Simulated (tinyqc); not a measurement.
# Changing the enthalpy of transfer from melt to solid H

Model: solid solubility of a dopant against its melt (retrograde solidus), clustering and the electrically active fraction. Computed by tinyqc, a small Python program. Command: `OMP_NUM_THREADS=1 python tinyqc.py 3023615 3023616 out.jsonl retro sweep`. One thread of a shared host (Intel(R) Xeon(R) Processor @ 2.30GHz), about 0.03 s of CPU time with the checks.

Inputs (values chosen for the exercise, for a model dopant): melting point of the host T_m = 1687 K; heat of melting of the host H_f = 50.2 kJ/mol; interaction L of the melt = 10 kJ/mol; entropy of transfer S = -2.41 k_B; site density N0 = 5e+22 1/cm^3; temperature T = 1210 K.

Constants: R = 8.314462618 J/(mol K); k_B = 8.617333262e-05 eV/K; e = 1.602176634e-19 C; N_A = 6.02214076e+23 1/mol.

Method. x_l and x_s are atom fractions of the dopant in melt and solid; the solid is dilute. Liquidus of the host: R T ln(1 - x_l) + L x_l^2 = -H_f (1 - T/T_m). Distribution: k = x_s/x_l = exp[L (1 - x_l)^2/(R T)] exp(S/k_B - H/(k_B T)), the first factor being the activity coefficient in the melt. Solubility = x_s N0; at T_m x_l = 0. The largest x_s N0 between 900 K and T_m. For an ideal melt with constant heats the maximum has x_l = H_f/(H + H_f), H in the same units.

One run for each value; columns: (1) enthalpy of transfer from melt to solid H (eV); (2) temperature of the maximum (K); (3) largest solubility (1/cm^3); (4) k at the melting point; (5) x_l there:
```
(1)       (2)         (3)         (4)      (5)
0.474  1462.8  6.7838e+19  7.0297e-03  0.54908
0.623  1492.8  2.1067e+19  2.5224e-03  0.47770
0.772  1514.8  6.6743e+18  9.0508e-04  0.42217
0.921  1531.8  2.1456e+18  3.2476e-04  0.37789
1.070  1545.6  6.9758e+17  1.1653e-04  0.34183
1.220  1557.1  2.2717e+17  4.1526e-05  0.31174
1.370  1566.8  7.4544e+16  1.4798e-05  0.28645
1.520  1575.1  2.4617e+16  5.2735e-06  0.26490
```

What does the table show, and why?

Over the rows, temperature of the maximum (K) rises from 1460 to 1580 (exponent d ln y / d ln x 0.074 between the first rows and 0.051 between the last); largest solubility (1/cm^3) falls from 6.78e19 to 2.46e16 (exponent d ln y / d ln x -4.3 between the first rows and -11 between the last); k at the melting point falls from 0.00703 to 5.27e-6 (exponent d ln y / d ln x -3.7 between the first rows and -9.9 between the last). The larger H, the smaller k and the nearer to T_m the maximum: fast-falling solubility peaks early.

Extremes, crossings and ranges named in words are read from the listed rows.
